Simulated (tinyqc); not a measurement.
Inside a calculation: tunnelling through a thin dielectric with one trap, as a tight-binding chain. Values are carried at full precision from step to step, so a last printed digit may differ when a step is redone from the rounded ones.

Hopping -t everywhere, t = c/(m a^2), c = hbar^2/2m0; lead sites at 2t (band bottom 0), barrier sites 1 to N at 2t + phi, and site j has U besides. No voltage. Leads give S = -t exp(ika) on sites 1 and N, cos(ka) = 1 - E/(2t). T = (2 t sin(ka))^2 |G_1N|^2, G = (E - H - S)^-1. In the barrier cosh(q a) = 1 + (phi - E)/(2t).

Constants: hbar^2/2m0 = 3.80998211 eV angstrom^2; hbar = 6.58211957e-16 eV s.

Parameters, chosen for this exercise (barrier and mass of the size used for SiO2 on silicon; shifted at random, so the results belong to these values and not to a real crystal): a = 2.5 angstrom (site spacing); m = 0.41 m0 (mass, the same in leads and barrier); phi = 2.98 eV (conduction edge of the barrier above that of the leads); U = -2.94 eV (extra energy on the trap site); E = 0.89 eV (electron energy); N = 10 (barrier sites); j = 3 (site of the trap).

## Scales

Form t, ka, q a, and the level of the trap in an endless barrier, Eb = phi + 2t - sqrt(4 t^2 + U^2).

t = 1.4868 eV
ka = 0.79441 rad
q a = 1.12530
Eb = 1.7720 eV

## The matrix E - H - S

Fill it in.

E - H - S (eV):
```
                  1        2        3        4        5        6
1   -4.0218+1.0608i   1.4868   0.0000   0.0000   0.0000   0.0000
2            1.4868  -5.0636   1.4868   0.0000   0.0000   0.0000
3            0.0000   1.4868  -2.1236   1.4868   0.0000   0.0000
4            0.0000   0.0000   1.4868  -5.0636   1.4868   0.0000
5            0.0000   0.0000   0.0000   1.4868  -5.0636   1.4868
6            0.0000   0.0000   0.0000   0.0000   1.4868  -5.0636
7            0.0000   0.0000   0.0000   0.0000   0.0000   1.4868
8            0.0000   0.0000   0.0000   0.0000   0.0000   0.0000
9            0.0000   0.0000   0.0000   0.0000   0.0000   0.0000
10           0.0000   0.0000   0.0000   0.0000   0.0000   0.0000

          7        8        9               10
1    0.0000   0.0000   0.0000           0.0000
2    0.0000   0.0000   0.0000           0.0000
3    0.0000   0.0000   0.0000           0.0000
4    0.0000   0.0000   0.0000           0.0000
5    0.0000   0.0000   0.0000           0.0000
6    1.4868   0.0000   0.0000           0.0000
7   -5.0636   1.4868   0.0000           0.0000
8    1.4868  -5.0636   1.4868           0.0000
9    0.0000   1.4868  -5.0636           1.4868
10   0.0000   0.0000   1.4868  -4.0218+1.0608i
```

## Transmission

Invert the matrix; T = (2 t sin(ka))^2 |G_1N|^2.

first row of G (1/eV): -0.2663-0.08242i  -0.1065-0.03297i  -0.09651-0.02987i  -0.03132-0.009696i  -0.01017-0.003147i  -0.003300-0.001021i  -0.001071-0.0003319i  -0.0003474-0.0001089i  -0.0001124-3.893e-05i  -3.529e-05-2.370e-05i

T = 8.135e-09

Without the trap T is 6.48e-10: the trap changes it by a factor 12.6 at this energy.

## The resonance

Resonance: the lowest eigenvalue of H + S(E), iterated until its real part equals E (40 rounds from Eb = phi + 2t - sqrt(4t^2 + U^2), the level in an endless barrier). With v the normalised squared amplitudes of that state, Gamma_L = 2 t sin(ka) v_1, Gamma_R = 2 t sin(ka) v_N; Breit-Wigner T = Gamma_L Gamma_R/((E - Er)^2 + (Gamma_L + Gamma_R)^2/4).

Find Er, the two widths, the peak height 4 Gamma_L Gamma_R/(Gamma_L + Gamma_R)^2 and the escape time hbar/(Gamma_L + Gamma_R).

Er = 1.7828 eV

widths (meV): left 49.24, right 0.008143

peak height = 0.0006612
escape time = 13.4 fs

squared amplitudes: 0.0181  0.1191  0.7113  0.1249  0.0219  0.0039  0.0007  0.0001  0.0000  0.0000

The nearby leads move the level 10.8 meV above its value in an endless barrier. The trap is closer to the left lead, which takes 100.0 % of the escapes.

## Checks

- T at Er from the chain against the Breit-Wigner peak: both 0.000661.
- T without trap against the closed form for a lattice barrier: both 6.478e-10.

Run: tinyqc, `OMP_NUM_THREADS=1 python tinyqc.py 1481980 1481981 out.jsonl`; Intel(R) Xeon(R) Processor @ 2.30GHz, one thread, shared host; about 0.08 s of CPU time with all checks.
